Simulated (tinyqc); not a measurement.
What moves the results: smearing for a one-band metal on the fcc lattice. A value that a table varies takes the place of the one given here.

Lattice vectors (units of a): a1 = (0, 1/2, 1/2), a2 = (1/2, 0, 1/2), a3 = (1/2, 1/2, 0). E(k) = -t A_1(k) - t2 A_2(k), A_m the sum of cos(k . R) over the 12 nearest and 6 second lattice vectors. Mesh k = sum (j_i/N) b_i, j_i = 0 .. N-1.

With x = (E_k - mu)/sigma: Fermi-Dirac f = 1/(1 + exp(x)), s = -f ln f - (1 - f) ln(1 - f); Gaussian f = erfc(x)/2, s = exp(-x^2)/(2 sqrt(pi)); Methfessel-Paxton (first order) f = erfc(x)/2 - x exp(-x^2)/(2 sqrt(pi)), s = (1 - 2 x^2) exp(-x^2)/(4 sqrt(pi)); cold (Marzari-Vanderbilt) with y = x + 1/sqrt(2), f = erfc(y)/2 + exp(-y^2)/sqrt(2 pi), s = y exp(-y^2)/sqrt(2 pi). With weights w = points/N^d (d the dimension), mu solves 2 sum w f = ne; E = 2 sum w f E_k, S = 2 sum w s, F = E - sigma S.

With x = (E_k - mu)/sigma: Gaussian f = erfc(x)/2, s = exp(-x^2)/(2 sqrt(pi)); Methfessel-Paxton (first order) f = erfc(x)/2 - x exp(-x^2)/(2 sqrt(pi)), s = (1 - 2 x^2) exp(-x^2)/(4 sqrt(pi)). With weights w = points/N^d (d the dimension), mu solves 2 sum w f = ne; E = 2 sum w f E_k, S = 2 sum w s, F = E - sigma S.

With x = (E_k - mu)/sigma: Methfessel-Paxton (first order) f = erfc(x)/2 - x exp(-x^2)/(2 sqrt(pi)), s = (1 - 2 x^2) exp(-x^2)/(4 sqrt(pi)). With weights w = points/N^d (d the dimension), mu solves 2 sum w f = ne; E = 2 sum w f E_k, S = 2 sum w s, F = E - sigma S.

Values chosen for the exercise: t = 1.14 eV (nearest hopping); t2 = 0.12 eV (second hopping); ne = 0.74 (electrons per cell); N = 6 (unshifted mesh); sigma = 0.228 eV (width).

## Error of each scheme against the width

All on the dense mesh N = 40. The reference is F of first-order Methfessel-Paxton smearing with sigma = 0.05 t on the mesh N = 40; it moves by 0.13 meV on the mesh N = 50; in three dimensions such meshes can agree by chance and the reference may be off by about 1 meV, so smaller errors are not resolved.

Errors (meV per cell):

| sigma (eV) | FD F | FD (E+F)/2 | Gauss F | Gauss (E+F)/2 | MP F | cold F |
|---|---|---|---|---|---|---|
| 0.114 | -3.40 | 0.18 | -0.47 | 0.01 | 0.01 | 0.01 |
| 0.171 | -7.94 | 0.32 | -1.08 | 0.06 | 0.06 | 0.05 |
| 0.228 | -14.41 | 0.46 | -1.99 | 0.12 | 0.12 | 0.06 |
| 0.342 | -33.10 | 0.66 | -4.68 | 0.24 | 0.26 | -0.03 |
| 0.456 | -59.37 | 0.68 | -8.55 | 0.35 | 0.39 | -0.32 |
| 0.684 | -134.05 | -0.56 | -19.78 | 0.54 | 0.74 | -1.66 |
| 0.912 | -236.47 | -5.84 | -35.63 | 0.66 | 1.19 | -4.13 |

reference = -3.09035 eV

Doubling sigma from 0.228 to 0.456 eV multiplies the error of F by 4.1 (Fermi-Dirac) and 4.3 (Gaussian); a pure sigma^2 term would give 4. At the smallest width Fermi-Dirac errs 7.3 times as much as Gaussian, against 2 pi^2/3 = 6.6 for the ratio of the sigma^2 terms at equal sigma. At the largest width the sizes of the errors rank Gauss (E+F)/2 0.7, MP F 1.2, cold F 4.1, FD (E+F)/2 5.8, Gauss F 35.6, FD F 236.5 meV; below about 1 meV this order, and the ratios at the smallest width, carry the noise of the mesh.

## Mesh against width

Gaussian smearing, (E + F)/2. The reference is F of first-order Methfessel-Paxton smearing with sigma = 0.05 t on the mesh N = 40; it moves by 0.13 meV on the mesh N = 50; in three dimensions such meshes can agree by chance and the reference may be off by about 1 meV, so smaller errors are not resolved.

Errors (meV per cell):

| N | sigma = 0.05 t | sigma = 0.15 t | sigma = 0.4 t |
|---|---|---|---|
| 4 | 92.92 | 87.88 | 77.93 |
| 6 | 51.72 | 48.33 | 41.50 |
| 8 | 12.91 | 11.76 | 9.87 |
| 12 | 4.26 | 4.03 | 2.94 |
| 16 | -0.21 | -0.33 | -0.03 |
| 24 | -0.09 | -0.17 | 0.03 |

reference = -3.09035 eV

First N from which the value stays within 2 meV of its last entry (which need not be the best one): 16 for sigma = 0.05 t, 16 for sigma = 0.15 t, 16 for sigma = 0.4 t. At the last mesh the errors are -0.09, -0.17 and +0.03 meV. By this 2 meV bar the wider smearing does not converge sooner. The smallest error belongs to 0.05 t on 0, 0.15 t on 0, 0.4 t on 6 of the 6 meshes.

## What moves the results of Methfessel-Paxton (first order) smearing

All sums formed anew. Each row changes one parameter from the base and keeps the others.

Results:

| case | mu (eV) | E (eV) | S | F (eV) |
|---|---|---|---|---|
| base | 0.3946 | -3.0373 | 0.0271 | -3.0435 |
| N = 12 | 0.3234 | -3.0861 | 0.0002 | -3.0862 |
| sigma = 0.456 eV | 0.4332 | -3.0417 | 0.0157 | -3.0488 |
| ne = 0.84 | 0.6478 | -2.9985 | -0.0126 | -2.9956 |
| t2 = 0.234 eV | 0.7397 | -3.0356 | 0.0214 | -3.0405 |
| t = 1.254 eV | 0.3946 | -3.3413 | 0.0271 | -3.3475 |

The largest shifts from the base row, up to three for each result and ties (the steps differ in size, so this ranks the rows, not the parameters). mu (eV): t2 +0.3451, ne +0.2532, N -0.0712; unchanged at the printed digits by t. E (eV): t -0.3040, N -0.0488, ne +0.0389. S: ne -0.0397, N -0.0269, sigma -0.0114; unchanged at the printed digits by t. F (eV): t -0.3040, ne +0.0480, N -0.0427.

Program tinyqc; command `OMP_NUM_THREADS=1 python tinyqc.py 1652671 1652672 out.jsonl`; about 0.4 s on one thread of a shared Intel(R) Xeon(R) Processor @ 2.30GHz.
